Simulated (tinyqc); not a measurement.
# AlGaN/GaN HEMT with access regions, lumped model: what changes with what

A polarisation-induced electron sheet under a Schottky gate, in series with two ungated access regions and contacts. Drift law v = mu E/(1 + mu E/vs) under the gate. Currents in mA/mm, resistances in ohm mm. No self-heating, no channel-length modulation; fits for polarisation, barrier and offset are chosen for the exercise.

Values chosen for this exercise; values close to those of AlGaN/GaN structures:
- x = 0.26 (aluminium share of the barrier)
- d = 25 nm (barrier thickness)
- eps_r = 9.6 (relative permittivity of barrier and channel)
- mu = 1400 cm^2/(V s) (channel mobility)
- vs = 1.5e7 cm/s (saturation velocity)
- Lg = 0.25 um (gate length)
- Ls = 2 um (source access length)
- Ld = 8 um (drain access length)
- Rc = 0.5 ohm mm (resistance of each contact)
- ft = 0.19 (share of the drain-access electrons removed by traps)
- Vg = 1 V (gate voltage)

Constants: q = 1.602176634e-19 C, eps0 = 8.8541878128e-14 F/cm where lengths are in cm. Results are converted to the units shown.

Each table varies one quantity; the others keep the values above.

## Effect of the source access length

sigma = (5e13 x + 1.6e13 x^2) cm^-2, phiB = 0.84 + 1.3 x, dEc = 0.7 (1.71 x + x^2) in volts, Cb = eps0 eps_r/d, VT = phiB - dEc - q sigma/Cb, access density n0 = -Cb VT/q. Access resistance R(L, n) = L/(q mu n sqrt(1 - (I/(q n vs))^2)); Rs = Rc + R(Ls, n0), Rd = Rc + R(Ld, (1 - ft) n0). Vg' = Vg - I Rs, Vd' = Vd - I (Rs + Rd); with u = Vg' - VT, Vc = vs Lg/mu and w the smaller of Vd' and Vc [sqrt(1 + 2 u/Vc) - 1] (0 if negative), the channel gives (mu Cb/Lg)(u w - w^2/2)/(1 + w/Vc). I equals that channel current. Isat is I at Vd = 10 V, gm = dIsat/dVg, Ron the limit of Vd/I at small Vd.

The same in every row: VT (V) = -5.816; n0 (cm^-2) = 1.234e13.

Effect of the source access length:

| Ls (um) | Ron (ohm mm) | Isat (mA/mm) | gm (mS/mm) |
|---|---|---|---|
| 0.1 | 4.681 | 1635 | 13.16 |
| 0.3 | 4.753 | 1620 | 14.33 |
| 0.6 | 4.861 | 1597 | 16.28 |
| 1 | 5.006 | 1567 | 19.31 |
| 1.5 | 5.186 | 1529 | 23.96 |
| 2.5 | 5.548 | 1454 | 37.28 |
| 4 | 6.089 | 1342 | 74.99 |

Read the table: what changes, and by how much?

As Ls goes from 0.1 to 4 um, Ron rises from 4.68 to 6.09 ohm mm, Isat falls from 1630 to 1340 mA/mm and gm rises from 13.2 to 75.0 mS/mm. The ceiling Cb vs is 510 mS/mm. In every row the power passes 5 W/mm, where self-heating, left out here, lowers the current. In every row the gated channel is not yet saturated at 10 V, because the access regions take the voltage, and gm drops. In every row Vg comes within 0.2 V of phiB or passes it, so at low drain current, as for Ron, the Schottky gate would conduct.

## Effect of the gate voltage

Same model as above.

The same in every row: VT (V) = -5.816; n0 (cm^-2) = 1.234e13.

Effect of the gate voltage:

| Vg (V) | Ron (ohm mm) | Isat (mA/mm) | gm (mS/mm) |
|---|---|---|---|
| -5.4 | 6.552 | 55.14 | 186.4 |
| -4.4 | 5.661 | 275.6 | 239.9 |
| -3.4 | 5.507 | 524.1 | 254.7 |
| -2.4 | 5.444 | 782.0 | 260.1 |
| -1.5 | 5.412 | 1016 | 260.4 |
| -0.5 | 5.389 | 1275 | 256.7 |
| 0.5 | 5.373 | 1470 | 65.45 |
| 1.5 | 5.362 | 1503 | 17.23 |

As Vg goes from -5.4 to 1.5 V, Ron falls from 6.55 to 5.36 ohm mm, Isat rises from 55.1 to 1500 mA/mm and gm goes from 186 through a maximum of 260 (at Vg = -1.5 V among the rows listed) to 17.2 mS/mm. The ceiling Cb vs is 510 mS/mm. For Vg = -3.4 to 1.5 V the power passes 5 W/mm, where self-heating, left out here, lowers the current. For Vg = 0.5 to 1.5 V the gated channel is not yet saturated at 10 V, because the access regions take the voltage, and gm drops. At Vg = 1.5 V Vg comes within 0.2 V of phiB or passes it, so at low drain current, as for Ron, the Schottky gate would conduct.

## Effect of the barrier thickness

Same model as above.

Effect of the barrier thickness:

| d (nm) | VT (V) | n0 (cm^-2) | Ron (ohm mm) | Isat (mA/mm) | gm (mS/mm) |
|---|---|---|---|---|---|
| 8 | -1.304 | 8.647e12 | 7.196 | 796.2 | 362.2 |
| 11 | -2.100 | 1.013e13 | 6.302 | 1032 | 347.0 |
| 14 | -2.896 | 1.098e13 | 5.899 | 1214 | 321.8 |
| 18 | -3.958 | 1.167e13 | 5.615 | 1390 | 127.1 |
| 22 | -5.020 | 1.211e13 | 5.451 | 1460 | 45.11 |
| 27 | -6.347 | 1.247e13 | 5.323 | 1509 | 24.21 |
| 33 | -7.940 | 1.276e13 | 5.226 | 1546 | 15.32 |

Read the table: what changes, and by how much?

As d goes from 8 to 33 nm, Ron falls from 7.20 to 5.23 ohm mm, Isat rises from 796 to 1550 mA/mm and gm falls from 362 to 15.3 mS/mm. VT falls from -1.30 to -7.94 V. In every row the power passes 5 W/mm, where self-heating, left out here, lowers the current. For d = 18 to 33 nm the gated channel is not yet saturated at 10 V, because the access regions take the voltage, and gm drops. In every row Vg comes within 0.2 V of phiB or passes it, so at low drain current, as for Ron, the Schottky gate would conduct.

Computed by the program tinyqc: `OMP_NUM_THREADS=1 python tinyqc.py 2570018 2570019 out.jsonl`, one thread of a shared Intel Xeon 2.30GHz, about 0.02 s for the whole run.
